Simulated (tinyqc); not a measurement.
## Capacitances against the relative permittivity between the lines

Endless row of lines of width wl, height tl and space sl between grounded planes at distance hd; e2 fills the gaps beside the lines, e1 the rest. Laplace's equation is solved on meshes of 3, 6 and 12 steps per unit u and extrapolated (Aitken), which is good to about 0.2 %. C_even (all lines at 1 V) is the capacitance Cg to the planes; C_odd (neighbours in antiphase) = Cg + 4 Cc if only nearest neighbours couple, which defines Cc; total with quiet neighbours Cg + 2 Cc. Plate values 2 eps0 e1 wl/hd and eps0 e2 tl/sl.

Parameters, values chosen for the exercise:
- e1 = 2.4 (relative permittivity above and below the lines)
- wl = 4 u (line width, in units u)
- tl = 10 u (line height)
- sl = 6 u (space between lines)
- hd = 8 u (distance to each plane)

Constants: eps0 = 8.8541878128e-12 F/m. Results are converted to the units shown.

The same in every row: plate Cg (aF/um) = 21.3.

Results:

| e2 | Cg (aF/um) | Cc (aF/um) | Cg + 2 Cc (aF/um) | C_odd (aF/um) | plate Cc (aF/um) | share of coupling, 2 Cc/(Cg + 2 Cc) (%) |
|---|---|---|---|---|---|---|
| 1 | 47.3 | 22.3 | 91.8 | 136 | 14.8 | 48.5 |
| 1.5 | 48.2 | 29.6 | 107 | 167 | 22.1 | 55.1 |
| 2.5 | 49.4 | 44.3 | 138 | 227 | 36.9 | 64.2 |
| 3 | 49.8 | 51.7 | 153 | 257 | 44.3 | 67.5 |
| 3.9 | 50.3 | 65.0 | 180 | 310 | 57.6 | 72.1 |
| 5 | 50.8 | 81.2 | 213 | 376 | 73.8 | 76.2 |
| 7 | 51.3 | 111 | 273 | 494 | 103 | 81.2 |

Estimate the missing row, e2 = 2.

Computed row:

| e2 | Cg (aF/um) | Cc (aF/um) | Cg + 2 Cc (aF/um) | C_odd (aF/um) | plate Cc (aF/um) | share of coupling, 2 Cc/(Cg + 2 Cc) (%) |
|---|---|---|---|---|---|---|
| 2 | 48.9 | 37.0 | 123 | 197 | 29.5 | 60.2 |

With this row back in the table: As e2 goes from 1 to 7, Cg rises from 47.3 to 51.3 aF/um, Cc rises from 22.3 to 111 aF/um and the share of coupling rises from 48.5 to 81.2 %. Cg is 2.23 times its plate value in the first row and 2.42 times in the last; for Cc the ratios are 1.51 and 1.07. Neighbours in antiphase raise the load by a factor of 1.48 and 1.81 over quiet ones.

Computed by the program tinyqc: `OMP_NUM_THREADS=1 python tinyqc.py 2790199 2790200 out.jsonl`, one thread of a shared Intel Xeon 2.30GHz, about 0.9 s for the whole run.
